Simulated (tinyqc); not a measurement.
Three voltage laws: time-dependent dielectric breakdown: cell percolation, Weibull statistics, area scaling and voltage extrapolation. Computed by tinyqc, a small Python program. Command: `OMP_NUM_THREADS=1 python tinyqc.py 3021823 3021824 out.jsonl tddb walk`. One thread of a shared host (Intel(R) Xeon(R) Processor @ 2.30GHz), about 0.01 s of CPU time with the checks.

The oxide is divided into columns of area a^2, each holding m = t_ox/a cells (m is taken as continuous). A share lambda(t) = (t/t_1)^alpha of the cells is defective, and a column whose cells are all defective breaks down.

Inputs (values chosen for the exercise, for a model gate oxide):

| quantity | value | unit |
|---|---|---|
| oxide thickness t_ox | 2.3 | nm |
| defect cell size a | 1.3 | nm |
| exponent alpha of defect growth | 0.9 | - |
| time t_1 at which the occupied share would reach 1 | 1.2e+07 | s |
| test area A | 600 | um^2 |
| product area A_u | 100000 | um^2 |
| stress voltage V | 2.82 | V |
| use voltage V_u | 1.8 | V |
| local exponent n = -d ln t/d ln V at the stress voltage | 39 | - |
| activation energy E_a | 0.89 | eV |
| stress temperature T | 175 | C |
| use temperature T_u | 100 | C |
| allowed failure fraction F | 1e-05 | - |

Voltage law used: power.

Constants: k_B = 8.617333262e-05 eV/K.

Method:
- Failure fraction F = 1 - (1 - lambda^m)^N with N = A/a^2 columns, which for small lambda^m is 1 - exp(-(t/t63)^beta) with beta = alpha m and t63 = t_1 N^(-1/beta); critical share lambda(t63) = N^(-1/m). 1 um^2 = 1e6 nm^2.
- All three voltage laws share the slope n at the stress voltage. Factor t(V_u)/t(V): E law exp(n (1 - V_u/V)); 1/E law exp(n (V/V_u - 1)); power law (V/V_u)^n.
- Temperatures in kelvin are T(C) + 273.15.
- Temperature factor exp[(E_a/k_B)(1/T_u - 1/T)]; area factor (A/A_u)^(1/beta); percentile factor (-ln(1 - F))^(1/beta); life = t63 x all four; 1 year = 3.15576e7 s.
- Life = t63 x voltage, temperature, area and percentile factors, the last three as above.

projected life = 0.195272 years

voltage factor = 4.01872e+07

Log10 of the life in years:

| V_u/V | V_u (V) | E law | 1/E law | power law |
|---|---|---|---|---|
| 1.00 | 2.820 | -8.3134 | -8.313 | -8.3134 |
| 0.95 | 2.679 | -7.4666 | -7.422 | -7.4447 |
| 0.90 | 2.538 | -6.6197 | -6.432 | -6.5289 |
| 0.80 | 2.256 | -4.9260 | -4.079 | -4.5340 |
| 0.70 | 1.974 | -3.2322 | -1.055 | -2.2723 |
| 0.60 | 1.692 | -1.5385 | 2.978 | 0.3387 |
| 0.50 | 1.410 | 0.1553 | 8.624 | 3.4267 |
| 0.40 | 1.128 | 1.8490 | 17.093 | 7.2062 |

At V_u/V = 0.9 the laws differ by 0.19 decades at most, and at 0.5 by 8.5. The E law is the most cautious and the 1/E law the most hopeful. Ten years are reached at V_u/V = 0.450 (E), 0.645 (1/E), 0.577 (power). Caution: t_1 is an input here; in a real oxide it changes with thickness at fixed voltage. Caution: the rows at low voltage extrapolate over many decades and cannot be tested.
